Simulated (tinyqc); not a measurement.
Spin coating of a resist or spin-on film: centrifugal thinning, evaporation and the final thickness (Emslie and Meyerhofer models): one step, computed by the program tinyqc. Command: `OMP_NUM_THREADS=1 python tinyqc.py 3111325 3111326 out.jsonl spincoat walk`. One thread of a shared host (Intel(R) Xeon(R) Processor @ 2.30GHz), about 0.09 s of CPU time with the checks.

A Newtonian film stays uniform over the wafer; solvent and solids have the same density and the concentration is uniform through the thickness.

Question. Rates. omega = 2 pi f/60; nu(c) = nu_s + k c^gamma; evaporation rate e = e0 sqrt(f/1000 rpm). Flow constant K = 2 omega^2/(3 nu(c0)); Reynolds number of the air omega R^2/nu_air with nu_air = 15 mm^2/s.

Inputs (values chosen for the exercise, of the order of those of a polymer resist in an ester solvent):

| quantity | value | unit |
|---|---|---|
| solids volume fraction c0 | 0.29 | - |
| kinematic viscosity of the solvent nu_s | 1.8 | mm^2/s |
| viscosity constant k | 470 | mm^2/s |
| viscosity exponent gamma | 2.3 | - |
| spin speed f | 2000 | rpm |
| evaporation rate at 1000 rpm e0 | 0.15 | micrometre/s |
| wafer radius R | 100 | mm |

Give: omega; nu(c0); evaporation rate e; flow constant K; Reynolds number of the air.

Answer.

omega = 209.44 1/s

nu(c0) = 29.065 mm^2/s

evaporation rate e = 0.21213 micrometre/s

flow constant K = 0.0010061 1/(micrometre^2 s)

Reynolds number of the air = 1.3963e+05
